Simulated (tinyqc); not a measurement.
Inside a calculation. Method: Pariser-Parr-Pople SCF with singles CI, for the molecule C=C1C=CC=CC=C1 (SMILES; centres numbered as the heavy atoms are written). One step of it, computed by the program tinyqc.

Problem. Singles CI, singlets. Over the 9 single excitations with the smallest orbital gaps: A = (e_a - e_i) delta + 2 (ia|jb) - (ij|ab), with (pq|rs) = sum c_mp c_mq gamma_mn c_nr c_ns. f = 2/3 w |mu|^2 in atomic units, mu = sqrt2 sum c_ia sum_m c_mi c_ma R_m.

orbital energies (eV): -16.269082  -14.159402  -13.716805  -10.329470  -3.322603  -2.517519  0.747832  1.374279

coefficients:
```
         MO1        MO2        MO3        MO4        MO5        MO6        MO7        MO8
1C  0.203106   0.381223   0.000000   0.609659   0.000000   0.549721   0.000000  -0.373550
2C  0.413254   0.522976   0.000000   0.240453   0.000000  -0.376507   0.000000   0.596776
3C  0.370020   0.203203   0.428691  -0.337038   0.499074  -0.186747   0.259132  -0.416324
4C  0.364198  -0.147433   0.523694  -0.269106  -0.235612   0.448516  -0.412591   0.268400
5C  0.352746  -0.477027   0.204862   0.315018  -0.442055  -0.204900   0.512464  -0.082432
6C  0.352746  -0.477027  -0.204862   0.315018   0.442055  -0.204900  -0.512464  -0.082432
7C  0.364198  -0.147433  -0.523694  -0.269106   0.235612   0.448516   0.412591   0.268400
8C  0.370020   0.203203  -0.428691  -0.337038  -0.499074  -0.186747  -0.259132  -0.416324
```

repulsion gamma_rs (eV), lower triangle:
```
           1C         2C         3C         4C         5C         6C         7C         8C
1C  10.100000
2C   7.206454  10.100000
3C   5.204561   7.206648  10.100000
4C   3.613021   4.968438   7.205941  10.100000
5C   3.037283   4.169149   4.970112   7.207388  10.100000
6C   3.037283   4.169149   4.169898   4.969531   7.206454  10.100000
7C   3.613021   4.968438   4.169447   4.169004   4.969531   7.207388  10.100000
8C   5.204561   7.206648   4.970384   4.169447   4.169898   4.970112   7.205941  10.100000
```

Centres (angstrom, eV; a flat drawing with bonds scaled to 1.40 angstrom):
```
centre          x          y  core charge z          W   gamma_rr
1C       2.637000   0.000000              1  12.230000  10.100000
2C       1.237000   0.000000              1  12.230000  10.100000
3C       0.629000   1.261000              1  12.230000  10.100000
4C      -0.736000   1.573000              1  12.230000  10.100000
5C      -1.830000   0.700000              1  12.230000  10.100000
6C      -1.830000  -0.700000              1  12.230000  10.100000
7C      -0.736000  -1.573000              1  12.230000  10.100000
8C       0.629000  -1.261000              1  12.230000  10.100000
```

Give: singlet CI matrix; singlet excitation energies; oscillator strengths.

Solution.

singlet CI matrix (eV), lower triangle:
```
         4>5      4>6      3>5     2>5      4>7     3>6     2>6     4>8
4>5   2.2234
4>6   0.0000   4.2111
3>5   0.0000   0.6690   5.7659
2>5  -0.1377   0.0000   0.0000  6.1052
4>7  -0.4145   0.0000   0.0000  0.0419   6.6566
3>6  -0.5055   0.0000   0.0000  0.5505   0.0170  6.4417
2>6   0.0000  -0.0350  -0.5700  0.0000   0.0000  0.0000  6.8622
4>8   0.0000   0.1747   0.1664  0.0000   0.0000  0.0000  0.0202  6.6433
1>5   0.0399   0.0000   0.0000  0.0464  -0.2144  0.1313  0.0000  0.0000

        1>5
1>5  7.7553
```

singlet excitation energies (eV): 2.1252  3.9492  5.7035  5.7069  6.6112  6.6821  6.9259  7.1478  7.8130

oscillator strengths: 0.0374  0.5593  1.1431  0.0573  0.0042  0.0270  0.9764  0.2952  0.0000
